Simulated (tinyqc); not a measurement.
Worked calculation: donor near an oxide interface in a gate field (two-state model). Values are carried at full precision from step to step, so a last printed digit may differ when a step is redone from the rounded ones.

Interface at z = 0 (hard wall), donor at z = d, field F pulling electrons to the interface: potential e F z; 1 kV/cm = 1e-5 eV/angstrom, c = hbar^2/2m0, q = e^2/(4 pi eps0), Q = (eps - eo)/(eps + eo). Donor state: E_D = e F d - ED - q Q/(4 eps d), the last term joining the images of ion and electron. Interface state: z exp(-b z/2) exp(-rho^2/(2 L^2)) with E_z = c b^2/(4 mz) + 3 e F/b + q Q b/(8 eps), minimised over b; in the plane at z = 3/b the ion (distance D = d - 3/b) and its image (D' = d + 3/b) give E_rho = c/(mt L^2) - (q/eps)(sqrt(pi)/L)[erfcx(D/L) + Q erfcx(D'/L)], erfcx(x) = exp(x^2) erfc(x), minimised over L. E_I = E_z + E_rho.

Constants: hbar^2/2m0 = 3.80998211 eV angstrom^2; e^2/(4 pi eps0) = 14.39964547 eV angstrom.

Parameters, chosen for this exercise (near those of a donor in Si below Si3N4, static dielectric constants; the results hold for these values, not for the real material):
```
symbol  value  unit      meaning
d       80     angstrom  depth of the donor
ED      31.3   meV       bulk binding energy
mz      0.905  m0        mass across the interface
mt      0.187  m0        mass in the plane
eps     11.2             dielectric constant of the semiconductor
eo      7.5              dielectric constant of the oxide
F       53.6   kV/cm     field in the semiconductor
aD      17.1   angstrom  donor radius
v       0.52             valley factor
```

## The interface state across the interface

Solve c b/(2 mz) - 3 e F/b^2 + q Q/(8 eps) = 0; give Q, b, the three terms of E_z and <z> = 3/b.

Q = 0.1979
b = 0.08665 1/angstrom

kinetic, field and image terms (meV): 7.90  18.56  2.76

<z> = 34.6 angstrom

The image pushes the electron away from the oxide; without it <z> would be 32.8 angstrom.

## Binding in the plane

Give D, D', the best L, both terms and E_rho.

D, D' (angstrom): 45.4  114.6

L = 66.3 angstrom

kinetic and Coulomb terms (meV): 4.63  -20.25

E_rho = -15.61 meV

The bottom of the well lies at -30.6 meV, so the level is 49 % of the way up; L/D = 1.46. Above the critical field the ionised donor would thus still hold its electron as a dot at the interface.

## Where the electron sits

The two states couple by t = t0 exp(-D/aD) with t0 = q/(eps aD) (2 aD/L) sqrt(aD b/2) v, v a valley factor; this form is an estimate. With detuning u = E_D - E_I the splitting is sqrt(u^2 + 4 t^2) and the lower state has weight (1 - u/sqrt(u^2 + 4 t^2))/2 on the donor.

Give E_D, E_I, t, the splitting and the donor weight.

E_D, E_I (meV): 10.79  13.60

t = 1.22 meV
splitting = 3.73 meV
donor weight = 0.878

The electron is shared; the contact hyperfine coupling scales with the donor weight. With this t, the tunnelling time pi hbar/(2t) at a crossing would be 0.846 ps (hbar = 6.58212e-16 eV s); here the detuning is 2.31 t.

## Critical field

Find F at which E_D = E_I; compare the rule e F d = ED. The crossing width is 4t/(e D), with t and D formed anew at that field.

critical field = 60.3 kV/cm
ED/(e d) = 39.1 kV/cm
width = 9.7 kV/cm

The confinement energy E_z = 31.5 meV raises the field needed and the attraction E_rho = -15.3 meV lowers it; the result is 1.54 times the simple rule.

## Checks

- E_z without images against 1.5 x 6^(2/3)/2 (c (e F)^2/mz)^(1/3), meV: both 26.39.
- E_rho from the radial equation in the full Coulomb well against the Gaussian trial function, meV: -15.8 against -15.6.

Program tinyqc; command `OMP_NUM_THREADS=1 python tinyqc.py 1250749 1250750 out.jsonl`; about 0.06 s on one thread of a shared Intel(R) Xeon(R) Processor @ 2.30GHz.
